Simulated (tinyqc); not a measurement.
## Permittivity and interface capacitance from two thicknesses

Question. 1/C = t/(eps0 ek) + 2/ci for planar capacitors that differ only in thickness. Find ek, ci and the EOT of the interfaces, 2 x 3.9 eps0/ci.

Constants: eps0 = 8.8541878128e-14 F/cm where lengths are in cm. Results are converted to the units shown.

C at t = 11 and 34 nm (uF/cm^2): 0.56819829  0.18437400

Answer. 1/C is a straight line in t: the slope gives ek and the intercept 2/ci. A single thickness would give only the effective permittivity; when the interfaces are a small part of 1/C, ci needs very accurate data.

ek = 7.090
ci = 260.0 uF/cm^2
EOT of the interfaces = 0.02656 nm

Program tinyqc, `OMP_NUM_THREADS=1 python tinyqc.py 2102098 2102099 out.jsonl`; Intel Xeon 2.30GHz, shared host, one thread, about 0.01 s.
